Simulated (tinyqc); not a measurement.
Tight binding, kagome lattice, step by step. Computed by tinyqc, a small Python program that keeps every step. Settings: t1 = 0.69, t2 = 0.69, delta = 0, bands filled = 1. Command: `OMP_NUM_THREADS=1 python tinyqc.py 27499 27500 out.jsonl` (the two numbers bound the seeds that draw the settings). One thread of a shared host (Intel(R) Xeon(R) Processor @ 2.60GHz), about 0.01 s of CPU time with the checks.

## Bloch Hamiltonian at k

Parameters chosen for this model:
```
parameter     value                unit
t1         0.690000    eV, up triangles
t2         0.690000  eV, down triangles
delta             0        eV on site C
```

k point k (fractions of the reciprocal vectors): -0.49000  0.02000

H_AB = -t1 - t2 exp(-i k.a1), H_AC = -t1 - t2 exp(-i k.a2), H_BC = -t1 - t2 exp(i k.(a1 - a2)), H_CC = delta.

H(k) at k (eV), lower triangle (Hermitian):
```
                   A                  B        C
A            0.00000
B  -0.00136+0.04333i            0.00000
C  -1.37456-0.08648i  -0.00136+0.04333i  0.00000
```

## Levels at k

Diagonalise the Hermitian matrix.

eigenvalues (eV): -1.37728  -0.00272  1.38000

weights |c|^2 of the basis functions:
```
    band 1   band 2   band 3
A  0.50000  0.00098  0.49902
B  0.00000  0.99803  0.00197
C  0.50000  0.00098  0.49902
```

## Bloch Hamiltonian at K

k point K (fractions of the reciprocal vectors): 0.33333  0.66667

As before.

H(k) at K (eV), lower triangle (Hermitian):
```
                   A                  B        C
A            0.00000
B  -0.34500-0.59756i            0.00000
C  -0.34500+0.59756i  -0.34500-0.59756i  0.00000
```

## Levels at K

As before.

eigenvalues (eV): -0.69000  -0.69000  1.38000

## Bands along a path

The same steps at evenly spaced points between the labelled ones.

Bands along the path (eV):
```
k            band 1    band 2   band 3
G          -2.76000   1.38000  1.38000
G-K 0.33   -2.43714   1.05714  1.38000
G-K 0.67   -1.61963   0.23963  1.38000
K          -0.69000  -0.69000  1.38000
K-M 0.33   -1.05714  -0.32286  1.38000
K-M 0.67   -1.29678  -0.08322  1.38000
M          -1.38000         0  1.38000
M-K' 0.33  -1.29678  -0.08322  1.38000
M-K' 0.67  -1.05714  -0.32286  1.38000
K'         -0.69000  -0.69000  1.38000
```

With 1 band(s) filled, the highest filled level on these points lies at K and the lowest empty one at K: the bands touch or overlap, so there is no gap.
